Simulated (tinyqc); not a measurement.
Rapid thermal processing of a wafer: radiative balance, ramp and cooling, pattern effects, pyrometer error and spike budget: one step, computed by the program tinyqc. Command: `OMP_NUM_THREADS=1 python tinyqc.py 3113789 3113790 out.jsonl rtp walk`. One thread of a shared host (Intel(R) Xeon(R) Processor @ 2.30GHz), about 0.04 s of CPU time with the checks.

The wafer is opaque and uniform through its thickness unless said otherwise; temperatures in formulas are in kelvin (C + 273.15). sigma = 5.670374419e-12 W/(cm^2 K^4).

Question. Pattern effect. At steady state a sinusoidal change of absorbed power of relative amplitude a and period p gives the temperature amplitude a q/(dq/dT + k d (2 pi/p)^2); healing length l = sqrt(k d/(dq/dT)); process change = E_a dT/(k_B T^2). Emissivity is taken as unchanged.

Inputs (values chosen for the exercise, modelled on a hot silicon wafer):
```
quantity                                        value        unit
wafer thickness d                                 725  micrometre
thermal conductivity k                           0.27    W/(cm K)
wall temperature T_w                              500           K
process temperature                               834           C
relative change of absorptivity over a pattern     13           %
period of the pattern                               1          mm
activation energy of the process E_a             1.24          eV
```

dq/dT = 13.34320 mW/(cm^2 K)

holding power q = 3.772082 W/cm^2

Constants: k_B = 8.617333262e-05 eV/K.

Give: healing length l; amplitude without lateral conduction; amplitude; change of the process rate.

Answer.

healing length l = 12.11 mm

amplitude without lateral conduction = 36.75 K

amplitude = 0.006344 K

change of the process rate = 0.007448 %

Lateral conduction cuts the amplitude to 0.017 %, since p/(2 pi l) = 0.013.
